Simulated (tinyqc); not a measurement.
# Changing the layer thickness t

Model: four-point probe, van der Pauw, Hall and spreading-resistance readings of a semiconductor layer. Computed by tinyqc, a small Python program. Command: `OMP_NUM_THREADS=1 python tinyqc.py 3112775 3112776 out.jsonl probe sweep`. One thread of a shared host (Intel(R) Xeon(R) Processor @ 2.30GHz), about 0.02 s of CPU time with the checks.

The layer is uniform and ohmic; contacts are points unless a radius is given.

Inputs (values chosen for the exercise, modelled on p-type silicon): carrier density n = 2.2e+17 1/cm^3; drift mobility mu = 178 cm^2/(V s); probe spacing s = 0.5 mm; current I = 4 mA.

Backing of the layer: conducting.

Constants: e = 1.602176634e-19 C.

Method:
- rho = 1/(e n mu); R_s = rho/t.
- Collinear probes with equal spacing on a layer with conducting backing: images at depth 2 m t give V = (rho I/(2 pi s)) G, G = 1 + 4 sum_(m>=1) (-1)^m [1/sqrt(1 + (2 m u)^2) - 1/sqrt(4 + (2 m u)^2)], u = t/s; the sum runs to m = 20000, with the last term halved.
- Limits: thick, rho = 2 pi s V/I; thin on an insulator, rho = (pi/ln 2) t V/I.

One run for each value:
```
layer thickness t (micrometre)  voltage V (mV)       G  rho by the thick formula (ohm cm)  rho by the thin formula (ohm cm)
130                                      0.037  0.0183                             0.0029                         5.461e-04
240                                      0.418  0.2061                             0.0328                         1.137e-02
460                                      1.285  0.6333                             0.1009                         6.699e-02
860                                      1.830  0.9020                             0.1438                         1.784e-01
1600                                     1.991  0.9812                             0.1564                         3.610e-01
3000                                     2.023  0.9970                             0.1589                         6.877e-01
```

Over the rows, voltage V (mV) rises from 0.0371 to 2.02 (exponent d ln y / d ln x 4.0 between the first rows and 0.025 between the last); G rises from 0.0183 to 0.997 (exponent d ln y / d ln x 4.0 between the first rows and 0.025 between the last); rho by the thick formula (ohm cm) rises from 0.00291 to 0.159 (exponent d ln y / d ln x 4.0 between the first rows and 0.025 between the last).  Left out: 20.0, 37.0, 70.0 (the backing shorts the probes).
